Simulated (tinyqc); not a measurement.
Signal and retention of a DRAM cell: two steps of the calculation.

A stored one starts at Vd and leaks: Cs dV/dt = -I(V), I = a sqrt((V + Vb)/(Vd + Vb)) + b, with a = Ig exp[-(Eg1 q/kB)(1/T - 1/T0)] (generation in a depletion layer) and b = Is exp[-(Es q/kB)(1/T - 1/T0)]. The bit line is precharged to Vd/2, and charge sharing gives the signal (V - Vd/2) Cs/(Cs + Cb).

Values chosen for this exercise: array voltage Vd = 1.3 V; cell capacitance Cs = 20 fF; built-in plus back-bias voltage of the storage junction Vb = 1.43 V; junction leakage at V = Vd and T0 Ig = 0.69 fA; voltage-independent leakage at T0 Is = 0.089 fA; activation energy of Is Es = 0.37 eV; reference temperature T0 = 358 K; temperature T = 358 K; deviation of ln(retention time) over the cells sg = 0.84; cells Nc = 1.72e10; refresh interval tr = 64 ms; activation energy of Ig Eg1 = 0.61 eV.

Constants: q = 1.602176634e-19 C, kB = 1.380649e-23 J/K. Results are converted to the units shown.

Question 1. Retention time. With s = sqrt((Vc + Vb)/(Vd + Vb)), the time from Vd to Vc is t = [2 Cs (Vd + Vb)/a] [1 - s - (b/a) ln((a + b)/(a s + b))].

Vc = 0.782 V

Find: a; b; retention time; estimate with the current held at a + b.

Answer 1.

a = 0.69000 fA
b = 0.089000 fA
retention time = 13.913 s
estimate with the current held at a + b = 13.299 s

Question 2. Failing cells. This time is the median of a log-normal spread: failing cells = Nc erfc(z/sqrt 2)/2, z = ln(t/tr)/sg. One failure is expected at the interval where that count equals 1.

retention time = 13.913111 s

Give: z; failing cells; interval for one failure.

Answer 2.

z = 6.4068
failing cells = 1.2781
interval for one failure = 62.025 ms

The weakest cell of the array lies about 6.44 deviations out, a factor of 224 below the median; the chosen interval is longer than that time.

Range of the model: Real arrays also hold a tail of unusually leaky cells and cells whose retention varies in time, which this model lacks.

tinyqc, about 0.01 s, one thread, Intel Xeon 2.30GHz (shared host): `OMP_NUM_THREADS=1 python tinyqc.py 2130106 2130107 out.jsonl`
